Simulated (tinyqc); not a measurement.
Composition and strain of an epitaxial Si(1-x)Ge(x) layer from Raman and X-ray peaks: one step, computed by the program tinyqc.

A (001) layer, biaxially strained in the plane. The Raman peaks follow empirical lines omega = w0 + c1 x + c3 x^3 + b eps (c3 for Si-Ge alone), with eps the in-plane strain.

Question. Lattice constants and strain. Relaxed lattice constant a(x) = a_Si + (a_Ge - a_Si) x - B x (1 - x). In-plane constant a_par = a_sub + R (a(x) - a_sub); eps = a_par/a(x) - 1; eps_perp = -(2 C12/C11) eps with 2 C12/C11 linear in x; a_perp = a(x) (1 + eps_perp).

Inputs (values chosen for the exercise, modelled on silicon-germanium): Ge fraction x = 0.54; degree of relaxation R = 0.31; lattice constant of Si = 5.431 angstrom; lattice constant of Ge = 5.658 angstrom; bowing B = 0.026 angstrom; 2 C12/C11 of Si = 0.776; 2 C12/C11 of Ge = 0.754.

Substrate: silicon.

Give: relaxed constant a(x); substrate constant a_sub; a_par; in-plane strain eps; strain along the normal; a_perp.

Answer.

relaxed constant a(x) = 5.547 angstrom

substrate constant a_sub = 5.431 angstrom

a_par = 5.467 angstrom

in-plane strain eps = -14.44 per mille

strain along the normal = 11.04 per mille

a_perp = 5.608 angstrom

The layer is under compression in the plane and is stretched along the normal.
